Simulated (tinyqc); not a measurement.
Inside a calculation. Method: coherent transport through a tight-binding region between two chains. Computed by tinyqc, a small Python program that keeps every step. Settings: temperature = 4, mu = 0.46. Command: `OMP_NUM_THREADS=1 python tinyqc.py 28777 28778 out.jsonl` (the two numbers bound the seeds that draw the settings). One thread of a shared host (Intel(R) Xeon(R) Processor @ 2.60GHz), about 0.07 s of CPU time with the checks.

## Transmission at E = -0.68 eV

H of the central region (eV):
$$\begin{pmatrix}
0.000000 & -1.750000 & 0.000000 & 0.000000 \\
-1.750000 & 1.200000 & -1.330000 & 0.000000 \\
0.000000 & -1.330000 & 1.200000 & -2.040000 \\
0.000000 & 0.000000 & -2.040000 & 0.000000
\end{pmatrix}$$

Leads: semi-infinite chains with site energy 0:
```
parameter                           value
lead hopping t (eV)              1.770000
coupling to the left lead (eV)   0.220000
coupling to the right lead (eV)  1.210000
left contact site                       1
right contact site                      4
```

E = -0.680000 eV

Surface Green function g = (E - i sqrt(4 t^2 - E^2)) / (2 t^2); self-energy tc^2 g on each contact site; G = (E - H - Sigma)^(-1); Gamma = -2 Im Sigma; T = Gamma_L Gamma_R |G_LR|^2; local density of states -Im G_ii / pi.

g = -0.108526-0.554450i 1/eV

G (1/eV):
$$\begin{pmatrix}
0.995048-0.483284i & 0.947678-0.201598i & 0.030302+0.350934i & -0.589924+0.454844i \\
0.947678-0.201598i & 0.362305-0.092262i & 0.017065+0.134845i & -0.220482+0.184420i \\
0.030302+0.350934i & 0.017065+0.134845i & -0.015749-0.271148i & 0.464557-0.337795i \\
-0.589924+0.454844i & -0.220482+0.184420i & 0.464557-0.337795i & 0.571867-0.431536i
\end{pmatrix}$$

local density of states (1/eV): [0.153834, 0.029368, 0.086309, 0.137362]

transmission = 0.048352

## Transmission across the band

The same steps on a grid of energies.

T(E):
```
E (eV)              T
-3.36300000  0.000032
-3.02670000  0.000275
-2.69040000  0.001699
-2.35410000  0.011432
-2.01780000  0.041749
-1.68150000  0.065461
-1.34520000  0.159650
-1.00890000  0.189873
-0.67260000  0.047132
-0.33630000  0.019414
0.00000000   0.011810
0.33630000   0.009359
0.67260000   0.009259
1.00890000   0.011578
1.34520000   0.019889
1.68150000   0.058379
2.01780000   0.107967
2.35410000   0.021353
2.69040000   0.007246
3.02670000   0.003712
3.36300000   0.002260
```

levels of the isolated region (eV): [-1.981498, -0.993892, 1.820388, 3.555001]

## Current

I = (2e/h) int T(E) [f(E - mu - V/2) - f(E - mu + V/2)] dE at 4 K with mu = 0.46 eV, the bias not changing H; 2e^2/h = 77.48092 microsiemens; the integral runs over the band on 4001 points.

Current:
```
V (volt)  I (microampere)
0.010000         0.006925
0.050000         0.035317
0.100000         0.070609
0.200000         0.141281
0.400000         0.285409
0.800000         0.594292
```
